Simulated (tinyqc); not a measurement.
BCS gap equation with a constant attraction inside the Debye window. Changing the mean free path l. Computed by tinyqc, a small Python program. Command: `OMP_NUM_THREADS=1 python tinyqc.py 3026435 3026436 out.jsonl bcs sweep`. One thread of a shared host (Intel(R) Xeon(R) Processor @ 2.30GHz), about 0.01 s of CPU time with the checks.

Pairs attract with strength V for |xi| < k_B Theta; N(0) is the density of states for one spin. Energies are given as temperatures (E/k_B, in K) unless marked.

Inputs (values chosen for the exercise, modelled on niobium):

| quantity | value | unit |
|---|---|---|
| coupling N(0)V | 0.284 | - |
| Debye temperature Theta | 276 | K |
| Fermi velocity v_F | 330000 | m/s |
| electron density n | 5.75 | 1e28/m^3 |

Solver: secant.

Constants: k_B = 8.617333262e-05 eV/K; hbar = 1.054571817e-34 J s; k_B = 1.380649e-23 J/K; m_0 = 9.1093837015e-31 kg; eps_0 = 8.8541878128e-12 F/m; c = 299792458 m/s; e = 1.602176634e-19 C.

Method. At T = 0 the gap equation 1/(N(0)V) = int_0^Theta d xi/sqrt(xi^2 + Delta^2) has the integral arcsinh(Theta/Delta), so Delta_0 = Theta/sinh(1/(N(0)V)); weak coupling gives 2 Theta exp(-1/(N(0)V)). xi_0 = hbar v_F/(pi Delta_0); lambda_L = sqrt(m_0 eps_0 c^2/(n e^2)); N(0) = 3 n/(2 m_0 v_F^2) for one spin; condensation energy N(0) Delta_0^2/2 = B_c^2/(2 mu_0), mu_0 = 1/(eps_0 c^2); with scattering lambda = lambda_L sqrt(1 + xi_0/l) in the local limit (where xi_0 and l both exceed lambda, nonlocal response makes the true depth larger); Ginzburg-Landau kappa = 0.96 lambda_L/xi_0 + 0.72 lambda_L/l. Free-electron mass throughout; heavier carriers, as in niobium or vanadium, give a larger lambda_L and kappa and can make the metal type II.

One run for each value:

| mean free path l (nm) | Ginzburg-Landau kappa | depth with scattering (nm) | coherence length xi_0 (nm) |
|---|---|---|---|
| 1 | 16.39 | 156.9 | 49.12 |
| 3 | 5.75 | 92.4 | 49.12 |
| 8 | 2.43 | 59.2 | 49.12 |
| 20 | 1.23 | 41.2 | 49.12 |
| 70 | 0.66 | 28.9 | 49.12 |
| 200 | 0.51 | 24.7 | 49.12 |
| 600 | 0.46 | 23.1 | 49.12 |
| 2000 | 0.44 | 22.4 | 49.12 |
| 5000 | 0.44 | 22.3 | 49.12 |

Over the rows, Ginzburg-Landau kappa falls from 16.4 to 0.436 (exponent d ln y / d ln x -0.95 between the first rows and -0.012 between the last); depth with scattering (nm) falls from 157 to 22.3 (exponent d ln y / d ln x -0.48 between the first rows and -0.0079 between the last); coherence length xi_0 (nm) does not change. At the low end the exponent of Ginzburg-Landau kappa is -0.95, close to -1: the dirty limit. At the high end the exponent of Ginzburg-Landau kappa is -0.01, close to 0: the clean limit. At the low end the exponent of depth with scattering is -0.48, close to -0.50: the dirty limit. At the high end the exponent of depth with scattering is -0.01, close to 0: the clean limit. The metal turns from type II to type I between l = 20 and 70 nm.
